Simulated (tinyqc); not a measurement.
Transfer curve: field-effect mobility of a thin-film transistor with band-tail and deep states (multiple trapping). Computed by tinyqc, a small Python program. Command: `OMP_NUM_THREADS=1 python tinyqc.py 3023951 3023952 out.jsonl tft walk`. One thread of a shared host (Intel(R) Xeon(R) Processor @ 2.30GHz), about 0.1 s of CPU time with the checks.

A thick film in accumulation at small drain voltage. Only free electrons move; trapped ones still screen the gate. N_c and mu_0 are held fixed when T changes, leaving out the T^(3/2) growth of N_c. x = E_0 - psi is the distance of the Fermi level below the band edge.

Inputs (values chosen for the exercise, modelled on an amorphous In-Ga-Zn oxide):
```
quantity                                     value         unit
permittivity eps                              11.5            -
effective density of states N_c            4.7e+18       1/cm^3
band mobility mu_0                              14   cm^2/(V s)
tail density at the edge g_t               2.1e+19  1/(eV cm^3)
tail width E_t                                  42          meV
deep-state density g_d                     7.4e+16  1/(eV cm^3)
flat-band Fermi level below the edge, E_0     0.46           eV
equivalent oxide thickness t                    95           nm
temperature T                                  300            K
```

Deep states: included.

Constants: k_B = 8.617333262e-05 eV/K; e = 1.602176634e-19 C; eps_0 = 8.8541878128e-12 F/m.

Method:
- F_j(eta) = int_0^infinity x^j/(1 + exp(x - eta)) dx, without a gamma-function factor.
- Integrals over x = E/(k_B T) use 160 Gauss-Legendre points in u = sqrt(x) from 0 to sqrt(max(eta, 0) + 32).
- Free n(x) = N_c (2/sqrt(pi)) F_1/2(-x/k_B T), with F_1/2 from its two-term series in exp(-x/k_B T) for x >= 12 k_B T; tail n_t(x) = int_0^1.2eV g_t exp(-E/E_t)/(1 + exp((x - E)/k_B T)) dE, E counted down from the edge, 120 Gauss-Legendre points; deep charge g_d psi; space charge rho(psi) = n + n_t + g_d psi less its value at psi = 0.
- Poisson: F(psi) = sqrt((2 e/(eps eps_0)) int_0^psi rho dpsi'); V_G - V_FB = psi_s + eps F(psi_s) t/3.9; free sheet density N_f = int (n - n(E_0))/F dpsi; induced sheet density N_i = eps eps_0 F(psi_s)/e; trapezoid rule on 301 even points in psi, the first interval left out of N_f.
- mu_eff = mu_0 N_f/N_i; field-effect mobility mu_FE = mu_0 e (dN_f/dV_G)/C_ox and swing S = dV_G/dlog10(N_f), by a central difference of +/- 2 mV in psi_s; C_ox = 3.9 eps_0/t.

Against the band bending:
```
psi_s (V)  V_G - V_FB (V)  N_f (1/cm^2)  mu_eff (cm^2/(V s))  mu_FE (cm^2/(V s))  S (mV/decade)
0.16                0.657    7.7810e+07           9.6523e-03          3.4640e-02            319
0.23                0.981    7.3191e+08           6.0180e-02          2.8917e-01            360
0.29                1.351    5.2755e+09           3.0686e-01          1.3798e+00            544
0.33                1.739    1.9226e+10           8.4190e-01          3.0750e+00            889
0.37                2.397    6.6136e+10           2.0131e+00          5.5993e+00           1679
0.40                3.231    1.5775e+11           3.4381e+00          7.8017e+00           2874
0.44                5.179    4.5320e+11           5.9012e+00          1.0536e+01           6113
0.47                7.607    9.0037e+11           7.7844e+00          1.1987e+01          10673
0.51               12.436    1.8865e+12           9.7617e+00          1.3013e+01          20598
```

What does the comparison show, and why?

The steepest swing among the rows is 319 mV/decade. mu_eff climbs from 0.0097 to 9.8, 70 % of mu_0 in the last row. Between rows 6 and 7 N_f scales as (V_G - V_FB - psi_s)^2.05; an exponential tail holding all the charge would give the larger of 1 and 2 E_t/k_B T - 1, here 2.25, and free charge alone 1; charge in deep states makes the exponent larger and lets it vary with V_G.
